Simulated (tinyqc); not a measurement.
Decay of LO phonons and the hot-phonon bottleneck in the cooling of electrons: one step, computed by the program tinyqc. Command: `OMP_NUM_THREADS=1 python tinyqc.py 3023756 3023757 out.jsonl hotphonon walk`. One thread of a shared host (Intel(R) Xeon(R) Processor @ 2.30GHz), about 0.01 s of CPU time with the checks.

n(E, T) = 1/(exp(E/(k_B T)) - 1) is the Bose occupation. Electrons have a temperature T_e; the LO modes within their reach share one occupation N; the decay products stay at the lattice temperature.

Question. Spontaneous emission time. Froehlich coupling alpha = (e^2/(4 pi eps_0)) (1/eps_inf - 1/eps_s) k_0/(2 hbar omega), k_0 = sqrt(m* hbar omega/(hbar^2/(2 m_0))); emission time tau_sp = hbar/(2 alpha hbar omega); bottleneck ratio r = (n/N_m) tau/tau_sp.

Inputs (values chosen for the exercise, modelled on indium arsenide):
```
quantity                                             value    unit
LO energy hbar omega                                  29.4     meV
lattice temperature T                                  300       K
electron mass m*                                    0.0248     m_0
eps_inf                                               12.3       -
static dielectric constant eps_s                      14.8       -
electron density n                                   2e+17  1/cm^3
density of LO modes that the electrons reach, N_m  8.6e+19  1/cm^3
```

Decay channel: two unequal phonons (Ridley).

phonon lifetime tau = 1.724786 ps

Constants: e^2/(4 pi eps_0) = 14.39964548 eV angstrom; hbar^2/(2 m_0) = 3.80998212 eV angstrom^2; hbar = 6.582119569e-16 eV s.

Give: alpha; emission time tau_sp; bottleneck ratio r.

Answer.

alpha = 0.04652

emission time tau_sp = 240.6 fs

bottleneck ratio r = 0.01667

r compares the rate at which electrons exchange quanta with a mode to its decay rate. Decay is much faster: hardly any bottleneck.
